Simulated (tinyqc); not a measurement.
From results back to parameters: defect-molecule model of a vacancy with Jahn-Teller distortion. Two cases, with inputs chosen for the exercise.

Problem. With et the undistorted t2 level, Uc the repulsion of two electrons, I the Jahn-Teller coupling and k the force constant, the levels above Ev are E(2+/+) = et - E_JT, E(+/0) = et - 3 E_JT + Uc, the Stokes shift of the first transition is 2 E_JT, E_JT = 2 I^2/k and the distortion of the + state is 2 I/k. The values below come from hidden parameters.

Case 1.

levels (eV): (2+/+) 0.22275, (+/0) 0.16826

Stokes shift = 0.254494 eV
distortion of + = 0.122353 angstrom

Case 2.

levels (eV): (2+/+) 0.09295, (+/0) 0.09884

Stokes shift = 0.354105 eV
distortion of + = 0.152632 angstrom

Find: et, Uc; I; k.

Solution. E_JT is half the Stokes shift; et = E(2+/+) + E_JT; Uc = E(+/0) - E(2+/+) + 2 E_JT; with Q the distortion, I = E_JT/Q and k = 2 E_JT/Q^2.

Case 1.

et, Uc (eV): 0.350  0.200

I = 1.04 eV/angstrom
k = 17.0 eV/angstrom^2

Case 2.

et, Uc (eV): 0.270  0.360

I = 1.16 eV/angstrom
k = 15.2 eV/angstrom^2

Computed by tinyqc, one run a case: `OMP_NUM_THREADS=1 python tinyqc.py N N+1 out.jsonl` with N = 1452125, 1452186; one thread of a shared Intel(R) Xeon(R) Processor @ 2.30GHz, about 0.01 s a run at most.
